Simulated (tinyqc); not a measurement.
Ellipsometry and reflectance of a transparent film on an absorbing substrate: effect of the index of the transparent film.

Air (index 1), film, substrate with N2 = n2 - i k2; time factor exp(+i w t). q_j = sqrt(N_j^2 - sin^2 th), root with positive real part. Fresnel coefficients r_s = (q_a - q_b)/(q_a + q_b), r_p = (N_b^2 q_a - N_a^2 q_b)/(N_b^2 q_a + N_a^2 q_b). tan(Psi) exp(i Delta) = R_p/R_s, Delta taken from 0 to 360 degrees.

beta = 2 pi d q1/lam, X = exp(-2 i beta), R = (r01 + r12 X)/(1 + r01 r12 X) for p and s. dDelta/dd is the derivative of Delta; period lam/(2 q1).

Inputs (values chosen for the exercise); indices close to those of silicon dioxide on silicon:
- lam = 800 nm (wavelength)
- th = 75 degrees (angle of incidence)
- d = 11 nm (film thickness)
- n2 = 3.692 (index of the substrate)
- k2 = 0.0065 (extinction coefficient of the substrate)

Effect of the index of the transparent film:
```
n1    Psi (degrees)  Delta (degrees)    |R_p|^2  |R_s|^2  dDelta/dd (degrees/nm)  period (nm)
1.25         3.3325           81.868  0.0025314  0.74660                 0.29110       504.16
1.45         4.5996           81.545  0.0048271  0.74582               -0.018133       369.88
1.65         5.2370           80.572  0.0062590  0.74501                -0.19567       299.02
1.85         5.4800           79.478  0.0068498  0.74422                -0.32309       253.52
2.05         5.4539           78.318  0.0067777  0.74350                -0.42489       221.22
2.25         5.2300           77.076  0.0062243  0.74288                -0.51072       196.84
2.45         4.8512           75.711  0.0053480  0.74243                -0.58380       177.66
2.65         4.3450           74.161  0.0042847  0.74220                -0.64282       162.10
```

Read the table: what changes, and by how much?

Psi goes from 3.33 through a maximum of 5.48 (at n1 = 1.85 among the rows listed) to 4.34 degrees and |R_p|^2 goes from 0.00253 through a maximum of 0.00685 (at n1 = 1.85 among the rows listed) to 0.00428. The slope of Delta is largest in size, 0.643 degrees/nm, at n1 = 2.65 among the rows.

tinyqc, about 0.01 s, one thread, Intel Xeon 2.30GHz (shared host): `OMP_NUM_THREADS=1 python tinyqc.py 2870228 2870229 out.jsonl`
